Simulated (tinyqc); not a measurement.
What moves the results: thin-film optics by transfer matrices. A value that a table varies takes the place of the one given here.

Indices N = n + i k. Snell: N0 sin(theta) = N_j sin(theta_j), with Im(N_j cos theta_j) >= 0. Admittance y_j = N_j cos theta_j for s and N_j/cos theta_j for p. Phase delta_j = 2 pi N_j cos theta_j d_j/lambda. Layer matrix [[cos delta, -i sin delta/y], [-i y sin delta, cos delta]], multiplied from the top down to M. (B, C) = M (1, y_sub); r = (y0 B - C)/(y0 B + C), R = |r|^2, T = 4 Re y0 Re y_sub/|y0 B + C|^2, absorbed in the films 1 - R - T.

Ellipsometry: rho = tan(Psi) exp(i Delta) = -conj(r_p/r_s) with the r of the admittance formula, Delta in 0 to 360 degrees, so that a bare dielectric at small angles gives Delta = 180.

Inputs chosen for the exercise (indices near those of HfO2, SiO2 on Cu; the results hold for these values, not for the real material): lam = 633 nm (vacuum wavelength); n0 = 1 (ambient index); n = (2.015, 1.486, 0.267) (n of HfO2, SiO2, substrate); k = (0, 0, 3.503) (k in the same order); d = (22.9, 215) nm (thicknesses, top first); theta = 60 degrees (angle of incidence); pol = s (polarisation).

## Swing curve: thickness of the top film

The first entry of d takes the values listed.

Stack:
```
d_1 (nm)       R       T  absorbed
22.9      0.9672  0.0328    0.0000
51.9      0.9551  0.0449    0.0000
80.9      0.8816  0.1184    0.0000
109.9     0.6538  0.3462    0.0000
138.9     0.9103  0.0897    0.0000
167.9     0.9599  0.0401    0.0000
196.9     0.9672  0.0328    0.0000
225.9     0.9550  0.0450    0.0000
254.8     0.8819  0.1181    0.0000
283.8     0.6534  0.3466    0.0000
312.8     0.9101  0.0899    0.0000
341.8     0.9599  0.0401    0.0000
370.8     0.9672  0.0328    0.0000
```

What does this show, and why?

R swings between 0.6534 and 0.9672 on these points. The period is lambda/(2 Re(N_1 cos theta_1)) = 174.0 nm, six rows. The film does not absorb, so the swing repeats exactly. The swing ratio (max - min)/mean is 0.35.

## Angle of incidence

Both polarisations.

Stack:
```
theta (degrees)     R_s     R_p    Psi   Delta
0                0.8691  0.8691  45.00  180.00
15               0.8798  0.8736  44.90  176.05
30               0.9088  0.8824  44.58  165.72
45               0.9421  0.8836  44.08  154.47
55               0.9600  0.8729  43.64  149.59
60               0.9672  0.8614  43.34  148.26
65               0.9736  0.8435  42.95  147.58
70               0.9794  0.8153  42.38  147.19
75               0.9848  0.7691  41.47  146.14
80               0.9899  0.6868  39.79  141.64
85               0.9950  0.5279  36.07  121.33
```

What can be read from the table?

R_s and R_p agree at normal incidence (0.8691). R_p is lowest at 85 degrees of those listed (0.5279), where R_s = 0.9950: the two are within a factor 2 of each other, so the minimum selects polarisation poorly. R_s rises steadily with the angle.

## Sensitivity of the reflectance

R for both polarisations. Each row changes one parameter from the base and keeps the others.

Results:
```
case                          R_s     R_p     T_s
base                       0.9672  0.8614  0.0328
d = (27.9, 215) nm         0.9667  0.8599  0.0333
n = (2.055, 1.486, 0.267)  0.9674  0.8610  0.0326
k = (0, 0, 3.863)          0.9726  0.8825  0.0274
lam = 638 nm               0.9677  0.8621  0.0323
theta = 65 degrees         0.9736  0.8435  0.0264
```

What does this show?

The largest shifts from the base row, up to three for each result and ties (the steps differ in size, so this ranks the rows, not the parameters). R_s: theta +0.0064, k +0.0053, d -0.0005. R_p: k +0.0210, theta -0.0180, d -0.0016. T_s: theta -0.0064, k -0.0053, d +0.0005.

(tinyqc, `OMP_NUM_THREADS=1 python tinyqc.py 1651764 1651765 out.jsonl`, Intel(R) Xeon(R) Processor @ 2.30GHz, 1 thread, shared host, about 0.01 s.)
